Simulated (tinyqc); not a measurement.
Uniformly doped HEMT, charge control: two steps of the calculation.

A two-dimensional electron gas of density ns under a barrier. EF and the subbands are counted from the conduction-band edge of the channel at the interface. Two subbands of a triangular well with an infinite wall, parabolic band, no carriers in the barrier.

Values chosen for this exercise; material values close to those of AlGaAs on GaAs:

| symbol | value | unit | meaning |
|---|---|---|---|
| T | 500 | K | temperature |
| d | 15 | nm | barrier thickness from gate to channel |
| ds | 2.1 | nm | undoped spacer next to the channel |
| me | 0.0667 | m0 | electron mass in the channel |
| ec | 13 |  | relative permittivity of the channel |
| ebr | 11.8 |  | relative permittivity of the barrier |
| phiB | 1.02 | eV | barrier height of the gate |
| dEc | 0.236 | eV | conduction-band offset |
| ND | 1.6e18 | cm^-3 | donor density of the doped part |
| eta | 0.6875 |  | share of ns that counts in the confining field |
| Nb | 1.6e10 | cm^-2 | depletion charge of the buffer |
| Vg | 1.01 | V | gate voltage |

Constants: q = 1.602176634e-19 C, kB = 1.380649e-23 J/K, hbar = 1.054571817e-34 J s, m0 = 9.1093837015e-31 kg, Vt = kB T/q, eps0 = 8.8541878128e-14 F/cm where lengths are in cm, hbar^2/(2 m0) = 0.0380998212 eV nm^2. Results are converted to the units shown.

Problem 1. New ns. F = q (eta ns + Nb)/(eps0 ec) in eV/nm; E_k = a_k (C F^2/me)^(1/3), a_0 = 2.338107, a_1 = 4.087949, C = hbar^2/(2 m0); D = me m0 q/(pi hbar^2); ns = D Vt [ln(1 + exp((EF - E_0)/Vt)) + ln(1 + exp((EF - E_1)/Vt))], which gives EF = E_0 + Vt ln{2 s/[(1 + u) + sqrt((1 + u)^2 + 4 u s)]} with s = exp(ns/(D Vt)) - 1, u = exp((E_0 - E_1)/Vt). Newton: g = ns + Nb - eps0 eb (Vg - Voff - EF)/(q d), ns(new) = ns - g/(1 + (eps0 eb/(q d)) dEF/dns), the derivative by central differences over +/- 0.01 % of ns.

ns after iteration 2 = 1.3195602e12 cm^-2
eb = 11.8
Voff = 0.57985015 V

Give: E_0; E_1; EF; dEF/dns; ns after iteration 3.

Solution 1.

E_0 = 0.1064 eV
E_1 = 0.1861 eV
EF = 0.1223 eV
dEF/dns = 0.1085 eV per 1e12 cm^-2
ns after iteration 3 = 1.321e12 cm^-2

Problem 2. Fermi level, second subband and capacitance. Fully depleted barrier with eb = ebr: Vp = q ND (d - ds)^2/(2 eps0 eb); donors per area ND (d - ds); Voff = phiB - dEc - Vp.

Gate capacitance C = q dns/dVg = eps0 eb/(d + dd), dd = (eps0 eb/q) dEF/dns. dEF/dns by central differences over +/- 0.01 % of ns.

converged ns = 1.3214520e12 cm^-2

Find: EF; share of the second subband; dd; C.

Solution 2.

EF = 0.12251 eV
share of the second subband = 18.637 %
dd = 7.0710 nm
C = 0.47338 uF/cm^2

The rise of EF with ns acts as 7.07 nm of extra barrier, 47.1 % of d. EF is 0.52 of the band offset dEc.

Computed by the program tinyqc: `OMP_NUM_THREADS=1 python tinyqc.py 2180129 2180130 out.jsonl`, one thread of a shared Intel Xeon 2.30GHz, about 0.01 s for the whole run.
